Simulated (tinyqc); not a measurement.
Arrhenius plot: admittance spectroscopy and thermally stimulated current of one trap level in a depletion layer. Computed by tinyqc, a small Python program. Command: `OMP_NUM_THREADS=1 python tinyqc.py 3112695 3112696 out.jsonl admit walk`. One thread of a shared host (Intel(R) Xeon(R) Processor @ 2.30GHz), about 0.01 s of CPU time with the checks.

A Schottky junction on n-type material holds one donor-like electron trap; shallow donors are fully ionised and abrupt depletion edges are assumed.

Inputs (values chosen for the exercise, modelled on n-type beta-Ga2O3): density-of-states mass m = 0.274 m_0; shallow doping N = 1e+16 1/cm^3; trap depth E_t below the band = 0.584 eV; capture cross section sigma = 3.3e-15 cm^2; test frequency f = 800 Hz.

Constants: k_B = 1.380649e-23 J/K; m_0 = 9.1093837015e-31 kg; h = 6.62607015e-34 J s; k_B = 8.617333262e-05 eV/K.

Method:
- N_c = 2 (2 pi m k_B T/h^2)^(3/2), v_th = sqrt(3 k_B T/m), emission rate e_n = sigma v_th N_c exp(-E_t/(k_B T)).
- Where the level crosses the Fermi level capture equals emission, so the trap follows the signal with the rate 2 e_n; G/omega peaks at omega = 2 e_n (the correction for large N_t/N is left out).
- Solve 2 e_n(T_p) = 2 pi f.
- T_p for 0.1, 0.3, 1, 3 and 10 f; least-squares lines of ln(e_n/T^2) and of ln(e_n) against 1/(k_B T), e_n = pi f; sigma = exp(intercept)/(v_th N_c/T^2).

peak temperature T_p = 359.772 K

Peaks:
```
f (Hz)  T_p (K)  1/(k_B T) (1/eV)  ln(e_n/T^2)  ln(e_n)
80       323.81            35.837      -6.0336    5.527
240      340.07            34.124      -5.0329    6.625
800      359.77            32.255      -3.9416    7.829
2400     379.74            30.559      -2.9510    8.928
8000     404.18            28.711      -1.8718   10.132
```

depth from e_n/T^2 = 0.584 eV

cross section from the intercept = 3.30e-15 cm^2

depth without the T^2 = 0.64617 eV

What follows from these numbers?

Leaving out T^2 adds 62 meV, near 2 k_B T_p = 62 meV.

Extremes, crossings and ranges named in words are read from the listed rows.
